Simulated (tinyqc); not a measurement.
# Inverter chain driving a load

N inverters, each f = Hc^(1/N) times larger than the one before: delay tau N (f + pp). Switched capacitance in units of the first input, with output capacitance pp times the input: Hc + (1 + pp)(Hc - 1)/(f - 1).

Parameters, values chosen for the exercise: load over the input capacitance of the chain Hc = 37; parasitic delay of an inverter pp = 0.6; delay unit tau = 3.6 ps.

Result of one run:

| f | delay (ps) | switched capacitance |
|---|---|---|
| 1.825 | 52.39 | 106.8 |

Which number of stages N gave this result: 2, 3, 5, 6 or 7?

N = 6.

The whole series:

| N | f | delay (ps) | switched capacitance |
|---|---|---|---|
| 1 | 37.00 | 135.4 | 38.60 |
| 2 | 6.083 | 48.12 | 48.33 |
| 3 | 3.332 | 42.47 | 61.70 |
| 4 | 2.466 | 44.16 | 76.28 |
| 5 | 2.059 | 47.86 | 91.39 |
| 6 | 1.825 | 52.39 | 106.8 |
| 7 | 1.675 | 57.33 | 122.3 |

The delay goes from 135 through a minimum of 42.5 (at N = 3 among the rows listed) to 57.3 ps. The best stage effort solves pp + rho (1 - ln rho) = 0, rho = 3.27, which gives N = ln Hc/ln rho = 3.05. One stage fewer than the best costs 13 % in delay and saves 22 % of the switched capacitance.

tinyqc, about 0.01 s, one thread, Intel Xeon 2.30GHz (shared host): `OMP_NUM_THREADS=1 python tinyqc.py 2082194 2082195 out.jsonl`
